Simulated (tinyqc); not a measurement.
Straight dislocations in isotropic elasticity: fields, energies, partials, Peierls stress and walls: one step, computed by the program tinyqc. Command: `OMP_NUM_THREADS=1 python tinyqc.py 3009365 3009366 out.jsonl disloc walk`. One thread of a shared host (Intel(R) Xeon(R) Processor @ 2.30GHz), about 0.01 s of CPU time with the checks.

The line runs along z, the glide plane is y = 0, and beta is the angle between b and the line (0 screw, 90 degrees edge): b_e = b sin(beta) along +x with the extra half plane at y > 0, b_s = b cos(beta). Stress is positive in tension.

Problem. Low-angle tilt boundary. A symmetric tilt wall of edge dislocations has the spacing h = b/(2 sin(theta/2)); Read-Shockley: gamma_b = E0 theta (A - ln theta), E0 = G b/(4 pi (1 - nu)), A = 1 + ln(b/(2 pi r0)), theta in radians.

Inputs (values chosen for the exercise, modelled on GaAs):
```
quantity          value      unit
shear modulus G    50.2       GPa
Poisson ratio nu  0.224         -
Burgers vector b      4  angstrom
core radius r0/b    0.5         -
tilt angle theta    0.7   degrees
```

Give: spacing h; boundary energy; angle of the maximum, exp(A - 1).

Solution.

spacing h = 32.74 nm

boundary energy = 107.2 mJ/m^2

angle of the maximum, exp(A - 1) = 18.24 degrees
